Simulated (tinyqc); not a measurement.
# Superjunction drift layer against a plain one, charge balance, step by step

Computed by the program tinyqc: `OMP_NUM_THREADS=1 python tinyqc.py 2590024 2590025 out.jsonl`, one thread of a shared Intel Xeon 2.30GHz, about 0.01 s for the whole run. Printed values are rounded.

Alternating n and p pillars of equal width wp, doping N and length Lp. When depleted, the lateral field peaks at Ex = q N wp/(2 eps0 eps_r) at the pillar junctions and a uniform vertical field Ey is added; breakdown is taken where Ex^2 + Ey^2 = Ef^2. Only the n pillars conduct, narrowed by the zero-bias depletion. A first-order model: the field peaks at the pillar ends are left out.

Values chosen for this exercise; values close to those of 4H silicon carbide:

| symbol | value | unit | meaning |
|---|---|---|---|
| eps_r | 9.98 |  | relative permittivity of the semiconductor |
| E16 | 2.53 | MV/cm | critical field at a doping of 1e16 cm^-3 |
| mx | 950 | cm^2/(V s) | mobility at low doping |
| mi | 40.9 | cm^2/(V s) | mobility at high doping |
| Nr | 2e17 | cm^-3 | reference doping of the mobility |
| BV | 5700 | V | wanted breakdown voltage |
| wp | 1 | um | width of each pillar |
| Ef | 2.3 | MV/cm | critical field inside the pillars |
| a | 0.64 |  | lateral peak field as a share of Ef |
| Vb | 2.8 | V | built-in voltage of the pillar junctions |
| dl | 6 | % | charge imbalance (Nn - Np)/N |

Constants: q = 1.602176634e-19 C, eps0 = 8.8541878128e-14 F/cm where lengths are in cm. Results are converted to the units shown.

## Iteration 1: doping of the plain drift layer

N at the start = 1e15 cm^-3

Ec(N) = E16 (N/1e16 cm^-3)^(1/8); N(new) = eps0 eps_r Ec(N)^2/(2 q BV).

Ec = 1.897232 MV/cm
N after iteration 1 = 1.741426e15 cm^-3

## Iteration 2: doping of the plain drift layer

As before.

Ec = 2.033451 MV/cm
N after iteration 2 = 2.000467e15 cm^-3

## Course of the iteration: doping of the plain drift layer

Stop when N changes by less than 1e8 cm^-3, or after 40 iterations.

Course of the iteration:
```
iteration    N (cm^-3)  |change| (cm^-3)
1          1.741426e15           7.41e14
2          2.000467e15           2.59e14
3          2.071037e15           7.06e13
4          2.089065e15           1.80e13
5          2.093597e15           4.53e12
6          2.094731e15           1.13e12
7          2.095015e15           2.84e11
8          2.095086e15           7.09e10
9          2.095104e15           1.77e10
10         2.095108e15            4.43e9
11         2.095109e15            1.11e9
12         2.095110e15            2.77e8
13         2.095110e15            6.93e7
```

Converged in 13 iterations. At the end each change is about 0.25 times the one before: linear convergence.

## Thickness and resistance of the plain layer

N of the plain layer = 2.095110e15 cm^-3

Ec(N) = E16 (N/1e16 cm^-3)^(1/8), mu(N) = mi + (mx - mi)/(1 + (N/Nr)^0.9). W = 2 BV/Ec, Rsp = W/(q mu N).

mu = 935.2208 cm^2/(V s)
W = 54.78145 um
Rsp = 17.45027 mohm cm^2

## Design of the pillars

Ex = a Ef gives N = 2 eps0 eps_r a Ef/(q wp); Ey = Ef sqrt(1 - a^2); Lp = BV/Ey; xd = sqrt(eps0 eps_r Vb/(q N)) on each side; Rsp = 2 Lp/(q mu(N) N (1 - 2 xd/wp)). mu(N) = mi + (mx - mi)/(1 + (N/Nr)^0.9).

N = 1.623703e17 cm^-3
Ey = 1.767262 MV/cm
Lp = 32.25328 um
xd = 0.09752369 um
Rsp = 0.5726191 mohm cm^2

The pillars have an aspect ratio of 32.3. Their doping is 77.5 times, and their Rsp 0.0328 times, that of the plain layer.

## Loss of breakdown voltage by imbalance

An imbalance dl leaves the mean net doping |dl| N/2, which tilts the vertical field by s = q |dl| N/(2 eps0 eps_r): BV(dl) = Ey Lp - s Lp^2/2, or Ey^2/(2 s) if the field reaches zero inside the pillar.

tilt s = 88.32 kV/(cm um)
BV(dl) = 1768.125 V
loss = 68.98026 %
